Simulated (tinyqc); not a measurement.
The product rho l across metals: free and nearly free electrons in a metal.

Constants: hbar^2/2m0 = 3.80998211 eV angstrom^2; hbar = 6.58211957e-16 eV s.

Free electrons with m = 1; fcc cells hold 4 atoms and bcc cells 2; n = atoms z/a^3, kF = (3 pi^2 n)^(1/3), rho l = hbar kF/(n e^2), e = 1.602176634e-19 C. Inputs are chosen for the exercise.

Cases:
```
case     lattice  a (angstrom)  z  rho (micro-ohm cm)
near Au      fcc         4.057  1                2.15
near Ag      fcc         4.068  1                1.60
near Li      bcc         3.467  1                9.75
near Cu      fcc         3.582  1                1.81
near Al      fcc         4.027  3                2.71
near K       bcc         5.231  1                7.32
```

Rank the cases by rho l (1e-16 ohm m^2), lowest first.

Answer: near Al, near Cu, near Au, near Ag, near Li, near K.

Results:
```
case     lattice  a (angstrom)  z  rho (micro-ohm cm)  kF (1/angstrom)  EF (eV)  l (nm)  rho l (1e-16 ohm m^2)
near Au      fcc         4.057  1                2.15            1.210     5.58    38.6                   8.30
near Ag      fcc         4.068  1                1.60            1.207     5.55    52.2                   8.35
near Li      bcc         3.467  1                9.75            1.124     4.82     9.9                   9.62
near Cu      fcc         3.582  1                1.81            1.371     7.16    35.8                   6.47
near Al      fcc         4.027  3                2.71            1.759    11.79    14.5                   3.93
near K       bcc         5.231  1                7.32            0.745     2.12    29.9                  21.91
```

rho l falls as n^(-2/3): it is lowest for the case near Al and highest for near K. The lowest bulk rho belongs to near Ag; in very narrow wires, where rho l rules, the order changes. Real Fermi surfaces depart from spheres, most for the polyvalent and noble metals.

Program tinyqc; command `OMP_NUM_THREADS=1 python tinyqc.py 1650794 1650795 out.jsonl`; about 0.01 s on one thread of a shared Intel(R) Xeon(R) Processor @ 2.30GHz.
